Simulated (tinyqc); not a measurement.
# Semiconductor laser, carrier and photon rate equations, step by step

Numbers from tinyqc (`OMP_NUM_THREADS=1 python tinyqc.py 2840012 2840013 out.jsonl`; about 0.01 s on one thread of a shared Intel Xeon 2.30GHz). Printed values are rounded.

Carrier density N and photon density S in one mode: dN/dt = F1 = eta I/(q V) - (A N + B N^2 + C N^3) - vg g S; dS/dt = F2 = G vg g S + G be B N^2 - S/tp, with g = g0 ln(N/Ntr)/(1 + ec S). Output power P = Fo Eph S V/(G tp). No heating, no carrier transport.

Values chosen for this exercise: active volume V = 3.6e-12 cm^3; confinement factor G = 0.085; group velocity vg = 7.29e9 cm/s; gain coefficient g0 = 1000 1/cm; transparency density Ntr = 1.7e18 cm^-3; gain compression ec = 2.2e-17 cm^3; photon lifetime tp = 3 ps; defect recombination coefficient A = 3.7e7 1/s; radiative coefficient B = 6.5e-11 cm^3/s; Auger coefficient C = 9.9e-30 cm^6/s; share of spontaneous emission into the mode be = 2.5e-5; injection efficiency eta = 0.92; share of cavity losses that is output Fo = 0.34; photon energy Eph = 1.46 eV; drive current I = 2.6 mA; time step dt = 5 ps.

Constants: q = 1.602176634e-19 C. Results are converted to the units shown.

## Threshold

gth = 1/(G vg tp), Nth = Ntr exp(gth/g0), Ith = q V (A Nth + B Nth^2 + C Nth^3)/eta. Above it S is near G tp eta (I - Ith)/(q V). Carrier lifetime at threshold Nth/(A Nth + B Nth^2 + C Nth^3).

gth = 537.938 1/cm
Nth = 2.91120e18 cm^-3
Ith = 0.566036 mA
estimate of S = 8.27291e14 cm^-3
carrier lifetime = 3.22444 ns

## Iteration 1: steady state by Newton steps

(N, S) at the start (Nth and the estimate of S): N (1e18 cm^-3) 2.911, S (1e15 cm^-3) 0.827

Jacobian, with a = g0/(N (1 + ec S)) and d = g/(1 + ec S): J11 = -(A + 2 B N + 3 C N^2) - vg a S, J12 = -vg d, J21 = G vg a S + 2 G be B N, J22 = G vg d - 1/tp. Solve J d = -F and add d to (N, S).

F1, F2 (1e27 cm^-3/s): [0.0596416, -0.00495975]

J (1/ns):

|  | N | S |
|---|---|---|
| F1 | -2.70115 | -3782.18 |
| F2 | 0.172895 | -11.8478 |

(N, S) after iteration 1: N (1e18 cm^-3) 2.93938, S (1e15 cm^-3) 0.822502

## Iteration 2: steady state by Newton steps

As before.

F1, F2 (1e27 cm^-3/s): [4.65881e-4, -4.99867e-5]

J (1/ns):

|  | N | S |
|---|---|---|
| F1 | -2.67937 | -3851.15 |
| F2 | 0.170311 | -5.98560 |

(N, S) after iteration 2: N (1e18 cm^-3) 2.93967, S (1e15 cm^-3) 0.822421

## Course of the iteration: steady state by Newton steps

Stop when the largest change of (N, S) is below 1e-9, or after 40 iterations. N is counted in 1e18 and S in 1e15 cm^-3, and S must be positive.

Course of the iteration:

| iteration | S (1e15 cm^-3) | largest \|change\| of one entry |
|---|---|---|
| 1 | 0.822502 | 0.0284 |
| 2 | 0.822421 | 2.91e-4 |
| 3 | 0.822421 | 4.25e-8 |
| 4 | 0.822421 | < 1e-14 |

Converged in 4 iterations. The change falls from 0.028 in the first iteration to below the tolerance in the last.

## Power, relaxation frequency, damping and bandwidth

N = 2.93967e18 cm^-3
S = 8.22421e14 cm^-3

Jacobian, with a = g0/(N (1 + ec S)) and d = g/(1 + ec S): J11 = -(A + 2 B N + 3 C N^2) - vg a S, J12 = -vg d, J21 = G vg a S + 2 G be B N, J22 = G vg d - 1/tp. wR^2 = det J, gamma = -trace J, fR = wR/(2 pi); the response wR^2/(wR^2 - w^2 + i gamma w) falls to 1/sqrt(2) at w^2 = x + sqrt(x^2 + wR^4), x = wR^2 - gamma^2/2 (f3dB = w/(2 pi)).

P = 0.923418 mW
fR = 4.12503 GHz
gamma = 8.60439 1/ns
f3dB = 6.28399 GHz

f3dB is 1.52 times fR (1.55 without damping). gamma/wR = 0.33: the response has a resonance peak.

## One Runge-Kutta step of a transient

(N, S) at the start: N (1e18 cm^-3) 2.998, S (1e15 cm^-3) 0.411

y = (N, S), k1 = F(y), k2 = F(y + dt k1/2), k3 = F(y + dt k2/2), k4 = F(y + dt k3), y(new) = y + dt (k1 + 2 k2 + 2 k3 + k4)/6.

slopes per ps, N in 1e18 and S in 1e15 cm^-3:

|  | dN/dt | dS/dt |
|---|---|---|
| k1 | 0.00150067 | 0.00618869 |
| k2 | 0.00143139 | 0.00669893 |
| k3 | 0.00142649 | 0.00669966 |
| k4 | 0.00135212 | 0.00722814 |

(N, S) after the step: N (1e18 cm^-3) 3.00514, S (1e15 cm^-3) 0.444512
